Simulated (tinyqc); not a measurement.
Levels against anisotropy: donor in an ellipsoidal valley (Kohn-Luttinger variational method). Computed by tinyqc, a small Python program. Command: `OMP_NUM_THREADS=1 python tinyqc.py 3011215 3011216 out.jsonl kohnlutt walk`. One thread of a shared host (Intel(R) Xeon(R) Processor @ 2.30GHz), about 0.05 s of CPU time with the checks.

H = -(d^2/dx^2 + d^2/dy^2) - gamma d^2/dz^2 - 2/r in units built on m_t, with gamma = m_t/m_l and z along the valley axis. One valley; no valley-orbit or central-cell term.

Inputs (values chosen for the exercise, for a model semiconductor): transverse mass m_t = 0.379 m_0; longitudinal mass m_l = 3.49 m_0; dielectric constant eps = 16.5.

Constants: Ry = 13.605693123 eV; a_0 = 0.529177210903 angstrom.

Method:
- Ry* = Ry m_t/eps^2, a* = a_0 eps/m_t, gamma = m_t/m_l.
- Trial function exp(-sqrt((x^2 + y^2)/a^2 + z^2/b^2)) with beta = b/a < 1: E = t/a^2 - u/a, t = (2 + gamma/beta^2)/3, u = 2 arcsin(sqrt(1 - beta^2))/sqrt(1 - beta^2); the best a is 2 t/u and E(beta) = -u^2/(4 t).
- The trial energy is minimised over beta by golden section from 0.05 to 0.999, 60 steps.
- Gaussian basis: g = P exp(-al (x^2 + y^2) - be z^2) with P = 1 (s-like), z (2p0) or x (2p+-); al = 0.004 x 2.6^k, k = 0..11, and be/al = 1, gamma^(-1/2) or 1/gamma (36 functions); 1/r = (2/sqrt(pi)) int exp(-t^2 r^2) dt by 48 Gauss-Legendre points after t = sqrt(al_i + al_j) tan(theta); overlap eigenvalues below 1e-10 are dropped.

gamma = 0.108596

Binding energies (Ry*):
```
gamma,"1s, trial","1s, Gaussians",2p0,2p+-
0.027,2.3001,2.3188,1.2491,0.38367
0.054,2.0624,2.0733,0.9969,0.36628
0.110,1.8034,1.8085,0.7605,0.34431
0.160,1.6635,1.6666,0.6486,0.33100
0.230,1.5275,1.5292,0.5496,0.31697
0.480,1.2558,1.2562,0.3793,0.28527
0.800,1.0755,1.0755,0.2852,0.26103
```

What follows from these numbers?

As gamma falls from 0.8 to 0.027, 1s deepens from 1.076 to 2.319 Ry*, on the way from the hydrogen value 1 to the two-dimensional limit 4; 2p+- moves from 0.261 to 0.384 (limits 1/4 and 4/9), while 2p0 climbs from 0.285 to 1.249 and joins 1s as gamma tends to 0. Near gamma = 1 the trial function is almost exact and can pass the Gaussian basis, whose own error is about 3e-5 Ry*.

Extremes, crossings and ranges named in words are read from the listed rows.
